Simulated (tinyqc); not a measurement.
Doping from the body effect.

Problem. The threshold of a long MOSFET, counted against the source, shifts by gamma (sqrt(2 phiF + Vsb) - sqrt(2 phiF)) with gamma = sqrt(2 eps0 eps_r q N)/Cox. Find 2 phiF, gamma and N from two shifts.

Values chosen for this exercise: relative permittivity eps_r = 9.06.

Constants: q = 1.602176634e-19 C, eps0 = 8.8541878128e-14 F/cm where lengths are in cm. Results are converted to the units shown.

|VT - VT(0)| at source-body biases 1.2 and 2.7 V (V): [0.021488539, 0.039155275]
Cox = 0.69062665 uF/cm^2

Answer. The ratio of the shifts depends on 2 phiF alone and rises steadily with it, so it fixes 2 phiF; either shift then gives gamma, and gamma gives N.

2 phiF = 0.5361 V
gamma = 0.03671 V^0.5
N = 2.500e15 cm^-3

tinyqc, about 0.01 s, one thread, Intel Xeon 2.30GHz (shared host): `OMP_NUM_THREADS=1 python tinyqc.py 2060104 2060105 out.jsonl`
